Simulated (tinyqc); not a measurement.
Worked calculation: bottom-up copper filling of a trench by curvature-enhanced accelerator coverage. Computed by tinyqc, a small Python program that keeps every step. Command: `OMP_NUM_THREADS=1 python tinyqc.py 3005395 3005396 out.jsonl superfill walk`. One thread of a shared host (Intel(R) Xeon(R) Processor @ 2.30GHz), about 0.06 s of CPU time with the checks. Intermediate numbers are printed to about 5 digits and carried at full precision; extremes and crossings named in words are read from the listed rows.

A rectangular trench keeps vertical walls and a flat floor. An accelerator floats on the surface; where area is lost in the corners it is passed on to the floor.

Inputs (values chosen for the exercise, close to those used for damascene copper plating): trench width w = 50 nm; aspect ratio h/w = 2.4; exchange current of the suppressed surface i_0 = 0.016 mA/cm^2; exchange current of the accelerated surface i_1 = 1.8 mA/cm^2; transfer coefficient alpha = 0.49; overpotential eta = 0.17 V; starting coverage theta_0 = 0.044; adsorption rate k_a = 0 1/s; cupric ion concentration C = 0.31 mol/l; diffusivity D = 5.2e-06 cm^2/s; boundary layer delta = 30 um; temperature T = 298 K.

Constants: e = 1.602176634e-19 C; N_A = 6.02214076e+23 1/mol; k_B = 8.617333262e-05 eV/K.

## Velocities

Kinetic current i_k = [i_0 (1 - theta) + i_1 theta] exp(alpha eta/(k_B T)), limit i_L = 2 F D C/delta, i = 1/(1/i_k + 1/i_L); velocity v = i Omega/(2F), Omega = 7.11 cm^3/mol, F = e N_A. Depletion inside the trench is ignored.

limiting current i_L = 103.69 mA/cm^2

velocity at theta = 0 = 0.15051 nm/s

velocity at theta_0 = 0.87204 nm/s

velocity at theta = 1 = 11.764 nm/s

ratio v(1)/v(theta_0) = 13.491

Without acceleration the walls meet when the floor has risen by w/2, so a seam-free fill needs a mean floor-to-wall speed ratio of at least 2 h/w = 4.8.

## First rates

At the start theta_b = theta_s = theta_0 and x = w/2: d theta_b/dt = k_a (1 - theta_0) + 2 theta_0 v/x (theta_b on the floor, theta_s on the walls, x the half width). At this initial relative rate the doubling time without adsorption would be x ln2/(2 v).

rate from adsorption = 0 1/s

rate from area loss = 0.0030696 1/s

doubling time = 9.9358 s

## Filling

Half width x, floor height y, depth h = aspect ratio x w. dx/dt = -v_s, dy/dt = v_b. d theta_b/dt = k_a (1 - theta_b) + [theta_s v_b + theta_b v_s]/x: the floor takes the accelerator of the wall it covers and keeps its own as it narrows. d theta_s/dt = k_a (1 - theta_s). theta_b is capped at 1. Integrate (tolerance 1e-9) until the walls meet (x = 0.02 w/2) or the floor passes the original mouth y = h. Start: x = w/2, y = 0, theta_b = theta_s = theta_0. Height filled = y/h, opening left = x/(w/2).

Course of the fill (nine evenly spaced times):
```
t (s)   x (nm)  y (nm)  theta_b  theta_s  v_b/v_s
0.000   25.000    0.00  0.04400    0.044    1.000
3.433   22.006    3.32  0.05663    0.044    1.232
6.866   19.012    7.48  0.07516    0.044    1.567
10.300  16.018   12.88  0.10405    0.044    2.080
13.733  13.025   20.25  0.15287    0.044    2.918
17.166  10.031   31.00  0.24566    0.044    4.423
20.599   7.037   48.23  0.45792    0.044    7.480
24.032   4.043   79.61        1    0.044   13.491
27.466   1.049  120.00        1    0.044   13.491
```

time at the end = 27.466 s

share of the height filled from the floor = 1

opening left, as a share of w = 0.041961

The floor escapes with 4 % of the opening left: a seam-free fill, and the enriched floor will overshoot into a bump. Caution: real profiles develop slanted corners, and accelerator is consumed; both are left out.

## The window in starting coverage

The formulas are those given above.

Outcome:
```
theta_0  v(1)/v(theta_0)  height filled  opening left  time (s)
0.001             70.355         0.3456      0.020000    146.52
0.003             58.650         0.6353      0.020000    122.14
0.010             37.120         1.0000      0.042264     75.55
0.020             24.412         1.0000      0.067547     48.37
0.050             12.149         1.0000      0.027129     25.12
0.100              6.716         0.7669      0.020000     13.99
0.200              3.649         0.5408      0.020000      7.60
0.400              2.015         0.3652      0.020000      4.20
0.800              1.171         0.2371      0.020000      2.44
```

The fill succeeds for theta_0 from 0.01 to 0.05 among these rows, with the widest margin at 0.02. Too little accelerator takes too long to concentrate. Too much speeds the walls as well and removes the contrast.

Checks made by the program: conservation of accelerator while theta_b is below 1 (relative difference 2e-10).
